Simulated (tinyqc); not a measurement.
Pair of shallow donors (hydrogen-like orbitals): one step. One electron on two donors. Two cases, with inputs chosen for the exercise.

Question. Give both levels, the splitting D = |E(-) - E(+)| and the tunnelling frequency D/(2 pi hbar).

Each donor has the orbital exp(-r/a); energy unit Ha* = q/(eps a), q = e^2/(4 pi eps0), so that a lone donor is bound by Ha*/2; x = R/a. One electron: S = (1 + x + x^2/3) exp(-x), j = 1/x - (1 + 1/x) exp(-2x), k = (1 + x) exp(-x); levels E(+/-) = -1/2 - (j +/- k)/(1 +/- S) in Ha*, without the repulsion of the ions, split by D = |E(-) - E(+)|. In six valleys the overlaps S and k are multiplied by v = [cos(K Rx) + cos(K Ry) + cos(K Rz)]/3, K = k0 (2 pi/a_lat), for isotropic envelopes and the symmetric valley state.

Constants: hbar = 6.58211957e-16 eV s.

Give: E(+), E(-); D; frequency.

Case 1.

Ha* = 72.59349 meV
x = 6.034444
v = 0.755634

Answer.

E(+), E(-) (meV): [-48.816, -47.801]

D = 1.015 meV
frequency = 245.3 GHz

The second ion deepens the mean level by 12.01 meV, against Ha*/x = 12.03 meV for a point charge. Without the valley factor D would be 1.34 meV; v is positive, so the even combination lies lower.

Case 2.

Ha* = 79.85606 meV
x = 4.219987
v = -0.246443

Answer.

E(+), E(-) (meV): [-58.052, -59.547]

D = 1.495 meV
frequency = 361.4 GHz

The second ion deepens the mean level by 18.87 meV, against Ha*/x = 18.92 meV for a point charge. Without the valley factor D would be 6.22 meV; v is negative, so the odd combination lies lower.

Computed by tinyqc, one run a case: `OMP_NUM_THREADS=1 python tinyqc.py N N+1 out.jsonl` with N = 1251137, 1251585; one thread of a shared Intel(R) Xeon(R) Processor @ 2.30GHz, about 0.01 s a run at most.
